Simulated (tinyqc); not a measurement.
# Short-channel transistor, virtual-source model with series resistance: several studies

The current per gate width is the charge at the top of the source barrier (the virtual source) times its velocity times a saturation function; al and be are fitting constants of the model. Units: I in uA/um, Rs in ohm um, so I Rs = 1e-6 I Rs in volts; Q in uC/cm^2, so I = 1e-4 Q vx0 Fsat with vx0 in cm/s.

Parameters, values chosen for the exercise: temperature T = 250 K; inversion capacitance Cinv = 1.07 uF/cm^2; velocity at the virtual source vx0 = 2.19e7 cm/s; apparent mobility mu = 120 cm^2/(V s); channel length L = 45 nm; threshold at zero drain voltage VT0 = 0.469 V; drain-induced barrier lowering dl = 0.185 V/V; subthreshold factor n0 = 1.51; growth of n with drain voltage nd = 0 1/V; threshold shift (in units of Vt) from weak to strong inversion al = 3.5; sharpness of saturation be = 1.6; series resistance of each contact Rs = 70 ohm um.

Constants: q = 1.602176634e-19 C, kB = 1.380649e-23 J/K, Vt = kB T/q. Results are converted to the units shown.

Each table varies one quantity; the others keep the values above.

## Transfer curves at low and high drain voltage

Intrinsic voltages Vg' = Vgs - I Rs, Vd' = Vds - 2 I Rs. n = n0 + nd Vd', VT = VT0 - dl Vd', Ff = 1/(1 + exp((Vg' - VT + al Vt/2)/(al Vt))), Q = Cinv n Vt ln(1 + exp((Vg' - VT + al Vt Ff)/(n Vt))), Vdsat = (vx0 L/mu)(1 - Ff) + Vt Ff, Fsat = u/(1 + u^be)^(1/be) with u = Vd'/Vdsat, and I = Q vx0 Fsat per width. I is solved self-consistently. Columns for Vds = 0.05 V and 1.2 V; gm = dI/dVgs at 1.2 V.

Transfer curves at low and high drain voltage:

| Vgs (V) | I, low Vds (uA/um) | I, high Vds (uA/um) | gm (uS/um) |
|---|---|---|---|
| 0 | 4.6986e-4 | 0.33732 | 9.7369 |
| 0.15 | 0.037230 | 15.551 | 317.30 |
| 0.3 | 1.1146 | 126.73 | 1110.6 |
| 0.45 | 7.8705 | 318.25 | 1378.9 |
| 0.6 | 21.175 | 530.54 | 1434.6 |
| 0.75 | 37.048 | 745.70 | 1429.0 |
| 0.9 | 52.743 | 958.39 | 1405.5 |
| 1.05 | 67.277 | 1167.1 | 1376.9 |
| 1.2 | 80.558 | 1371.4 | 1346.3 |

Read the table: what changes, and by how much?

At Vds = 1.2 V the current spans 3.6 decades, from 0.337 to 1370 uA/um. Between the first two rows the swing is 90.2 mV a decade, against n Vt ln 10 = 74.9. At Vgs = 0 the higher drain voltage raises the current by a factor of 718, at Vgs = 1.2 V by 17.0. The transconductance goes from 9.74 through a maximum of 1430 (at Vgs = 0.6 V among the rows listed) to 1350 uS/um; Cinv vx0, its value in strong inversion and saturation without series resistance, is 2340 uS/um.

## Effect of the apparent mobility on the on and off currents

Same model as above.

Ion is I at Vgs = Vds = 1.2 V, Ioff at Vgs = 0, Vds = 1.2 V, and Rlin = Vds/I at Vgs = 1.2 V, Vds = 0.05 V.

Results:

| mu (cm^2/(V s)) | Ion (uA/um) | Ioff (nA/um) | log10(Ion/Ioff) | Rlin (ohm um) |
|---|---|---|---|---|
| 50 | 904.6 | 333.1 | 3.434 | 1284 |
| 85 | 1198 | 336.2 | 3.552 | 815.8 |
| 140 | 1440 | 337.6 | 3.630 | 552.9 |
| 240 | 1624 | 338.4 | 3.681 | 383.3 |
| 410 | 1729 | 338.7 | 3.708 | 284.2 |
| 1200 | 1805 | 339.0 | 3.726 | 190.7 |
| 2000 | 1815 | 339.1 | 3.729 | 170.7 |

Estimate the missing row, mu = 700 cm^2/(V s).

Computed row:

| mu (cm^2/(V s)) | Ion (uA/um) | Ioff (nA/um) | log10(Ion/Ioff) | Rlin (ohm um) |
|---|---|---|---|---|
| 700 | 1781 | 338.9 | 3.721 | 225.7 |

With this row back in the table: As mu goes from 50 to 2000 cm^2/(V s), Ion rises from 905 to 1820 uA/um, Ioff rises from 333 to 339 nA/um and Rlin falls from 1280 to 171 ohm um. Ion changes by a factor of 2.01 and Ioff by 1.02.

## Effect of the velocity at the virtual source on the on and off currents

Same model as above.

Results:

| vx0 (cm/s) | Ion (uA/um) | Ioff (nA/um) | log10(Ion/Ioff) | Rlin (ohm um) |
|---|---|---|---|---|
| 5e6 | 469.5 | 77.42 | 3.783 | 642.2 |
| 7.1e6 | 637.7 | 109.9 | 3.764 | 632.0 |
| 1.4e7 | 1067 | 216.2 | 3.693 | 623.0 |
| 2e7 | 1312 | 308.3 | 3.629 | 621.0 |
| 2.8e7 | 1520 | 430.3 | 3.548 | 619.9 |
| 4e7 | 1692 | 611.5 | 3.442 | 619.3 |

Estimate the missing row, vx0 = 1e7 cm/s.

Computed row:

| vx0 (cm/s) | Ion (uA/um) | Ioff (nA/um) | log10(Ion/Ioff) | Rlin (ohm um) |
|---|---|---|---|---|
| 1e7 | 840.2 | 154.6 | 3.735 | 626.3 |

With this row back in the table: As vx0 goes from 5e6 to 4e7 cm/s, Ion rises from 469 to 1690 uA/um, Ioff rises from 77.4 to 611 nA/um and Rlin falls from 642 to 619 ohm um. Ion changes by a factor of 3.60 and Ioff by 7.90.

tinyqc, about 0.01 s, one thread, Intel Xeon 2.30GHz (shared host): `OMP_NUM_THREADS=1 python tinyqc.py 2380019 2380020 out.jsonl`
